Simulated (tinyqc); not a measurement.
# Carrier lifetime of a p-type layer with SRH, radiative, Auger and surface recombination: two studies

Uniform excess density dn = dp (no trapping), n = n0 + dn, p = p0 + dn, Boltzmann statistics, full ionisation. Surfaces enter as a rate 2 S dn/d, which holds while diffusion to them is fast.

Parameters, values chosen for the exercise; band and dielectric values those of a made-up semiconductor: temperature T = 300 K; band gap Eg = 1.1 eV; conduction-band density of states at T Nc = 5.11e17 cm^-3; valence-band density of states at T Nv = 7.2e18 cm^-3; radiative coefficient B = 6.56e-10 cm^3/s; acceptor density N = 3.4e15 cm^-3; Auger coefficient (two electrons) Cn = 1e-29 cm^6/s; Auger coefficient (two holes) Cp = 4e-30 cm^6/s; trap density Nt = 7.2e13 cm^-3; capture cross-section for electrons sn = 4e-15 cm^2; capture cross-section for holes sp = 4e-14 cm^2; thermal velocity (both carriers) vth = 1.8e7 cm/s; trap level below the conduction band Et = 0.85 eV; surface recombination velocity (both faces) S = 8000 cm/s; sample thickness d = 70 um.

Constants: q = 1.602176634e-19 C, kB = 1.380649e-23 J/K, Vt = kB T/q. Results are converted to the units shown.

Each table varies one quantity; the others keep the values above.

## Lifetime against injection

ni = sqrt(Nc Nv) exp(-Eg/(2 Vt)), Eg in volts; majority density N/2 + sqrt(N^2/4 + ni^2), n0 p0 = ni^2; n1 = Nc exp(-Et/Vt), p1 = Nv exp((Et - Eg)/Vt); tn0 = 1/(sn vth Nt), tp0 = 1/(sp vth Nt). With e = n p - ni^2 = dn (n0 + p0 + dn): U_SRH = e/(tp0 (n + n1) + tn0 (p + p1)), U_rad = B e, U_Aug = (Cn n + Cp p) e, U_s = 2 S dn/d. Each tau is dn over its rate; tau = dn/U with U the sum.

The same in every row: tau_s (s) = 4.375e-7.

Result of one run:

| dn (cm^-3) | tau_SRH (s) | tau_rad (s) | tau_Aug (s) | tau (s) | radiative share (%) | largest path |
|---|---|---|---|---|---|---|
| 1e17 | 2.124e-7 | 1.474e-8 | 6.842e-6 | 1.334e-8 | 90.48 | radiative |

What becomes of these results when the excess density dn is changed from 1e17 to 1e15 cm^-3, all else the same?

Result of the changed run:

| dn (cm^-3) | tau_SRH (s) | tau_rad (s) | tau_Aug (s) | tau (s) | radiative share (%) | largest path |
|---|---|---|---|---|---|---|
| 1e15 | 2.172e-7 | 3.465e-7 | 0.008235 | 1.023e-7 | 29.53 | SRH |

The whole series:

| dn (cm^-3) | tau_SRH (s) | tau_rad (s) | tau_Aug (s) | tau (s) | radiative share (%) | largest path |
|---|---|---|---|---|---|---|
| 1e11 | 2.187e-7 | 4.483e-7 | 0.02162 | 1.100e-7 | 24.54 | SRH |
| 1e12 | 2.187e-7 | 4.482e-7 | 0.02160 | 1.100e-7 | 24.55 | SRH |
| 1e13 | 2.187e-7 | 4.470e-7 | 0.02134 | 1.099e-7 | 24.59 | SRH |
| 1e14 | 2.185e-7 | 4.355e-7 | 0.01905 | 1.092e-7 | 25.07 | SRH |
| 1e15 | 2.172e-7 | 3.465e-7 | 0.008235 | 1.023e-7 | 29.53 | SRH |
| 1e16 | 2.138e-7 | 1.138e-7 | 4.859e-4 | 6.347e-8 | 55.80 | radiative |
| 1e17 | 2.124e-7 | 1.474e-8 | 6.842e-6 | 1.334e-8 | 90.48 | radiative |
| 1e18 | 2.122e-7 | 1.519e-9 | 7.112e-8 | 1.472e-9 | 96.90 | radiative |
| 1e19 | 2.122e-7 | 1.524e-10 | 7.140e-10 | 1.255e-10 | 82.34 | radiative |

SRH recombination leads at dn = 1e11, radiative from 1e16 on. The total lifetime falls from 1.10e-7 to 1.25e-10 s. tau_SRH goes from 2.19e-7 s (low-injection limit 2.19e-7 s) to 2.12e-7 s (high-injection limit tn0 + tp0 = 2.12e-7 s). Between the last two rows tau_rad goes as dn^(-1.00) and tau_Aug as dn^(-2.00); the radiative share goes from 24.5 through a maximum of 96.9 (at dn = 1e18 among the rows listed) to 82.3 %. For dn = 1e18, 1e19 the carriers are degenerate, where B and the Auger coefficients no longer stay constant.

## Effect of the capture cross-section for electrons at dn = 7e15 cm^-3

Same model as above.

Here dn = 7e15 cm^-3.

The same in every row: tau_rad (s) = 1.466e-7; tau_Aug (s) = 8.616e-4; tau_s (s) = 4.375e-7.

Effect of the capture cross-section for electrons at dn = 7e15 cm^-3:

| sn (cm^2) | tau_SRH (s) | tau (s) | radiative share (%) | largest path |
|---|---|---|---|---|
| 4e-17 | 2.015e-5 | 1.092e-7 | 74.49 | radiative |
| 4e-16 | 2.026e-6 | 1.041e-7 | 71.05 | radiative |
| 4e-15 | 2.143e-7 | 7.259e-8 | 49.53 | radiative |
| 4e-14 | 3.312e-8 | 2.544e-8 | 17.36 | SRH |
| 4e-13 | 1.500e-8 | 1.319e-8 | 9.002 | SRH |
| 4e-12 | 1.319e-8 | 1.177e-8 | 8.031 | SRH |
| 4e-11 | 1.300e-8 | 1.163e-8 | 7.932 | SRH |

What does the table show?

Radiative recombination leads at sn = 4e-17, SRH from 4e-14 on. tau_SRH falls from 2.01e-5 to 1.30e-8 s and the total lifetime falls from 1.09e-7 to 1.16e-8 s.

Range of the model: S d exceeds 2.5 cm^2/s, comparable with a diffusion coefficient, so 2 S/d overstates the surface loss.

tinyqc, about 0.01 s, one thread, Intel Xeon 2.30GHz (shared host): `OMP_NUM_THREADS=1 python tinyqc.py 2300047 2300048 out.jsonl`
